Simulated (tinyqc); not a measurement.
Round nanowire with a gate all round, subbands and threshold shift from confinement: one step of the calculation.

Undoped body with a flat potential across it, hard walls, transport along x. One isotropic valley (g = 1, mx = my = mz = me). Non-parabolicity enters the subband edges through E (1 + al E) = gamma, so E = 2 gamma/(1 + sqrt(1 + 4 al gamma)); motion within a subband is taken as parabolic with the band-edge mass. Energies are counted from the bulk band edge.

Question. Lowest subbands. gamma = C (2 z/(t + dl))^2 (1/my + 1/mz)/2, z the zeros of the Bessel functions J_l (2.404826, 3.831706, 5.135622, 5.520078, ...), twofold for l > 0; the mean inverse mass is an approximation for anisotropic valleys, C = hbar^2/(2 m0). List the 7 lowest, labelled by quantum numbers, with degeneracy g and N_k: N_k = g sqrt(2 mx m0 kB T/(pi hbar^2)).

Inputs (values chosen for the exercise); masses close to those of GaN:
```
symbol,value,unit,meaning
T,300,K,temperature
me,0.198,m0,mass at the band edge
al,0.17,1/eV,non-parabolicity
t,8.2,nm,diameter
dl,0,nm,widening of the box by penetration into the insulator
```

Constants: q = 1.602176634e-19 C, kB = 1.380649e-23 J/K, hbar = 1.054571817e-34 J s, m0 = 9.1093837015e-31 kg, hbar^2/(2 m0) = 0.0380998212 eV nm^2. Results are converted to the units shown.

Give: E_k; g; N_k.

Answer.

| subband | E_k (eV) | g | N_k (cm^-1) |
|---|---|---|---|
| 0,1 | 0.06547 | 1 | 2.068e6 |
| 1,1 | 0.1635 | 2 | 4.136e6 |
| 2,1 | 0.2878 | 2 | 4.136e6 |
| 0,2 | 0.3303 | 1 | 2.068e6 |
| 3,1 | 0.4340 | 2 | 4.136e6 |
| 1,2 | 0.5178 | 2 | 4.136e6 |
| 4,1 | 0.5983 | 2 | 4.136e6 |

Numbers from tinyqc (`OMP_NUM_THREADS=1 python tinyqc.py 2350054 2350055 out.jsonl`; about 0.1 s on one thread of a shared Intel Xeon 2.30GHz).
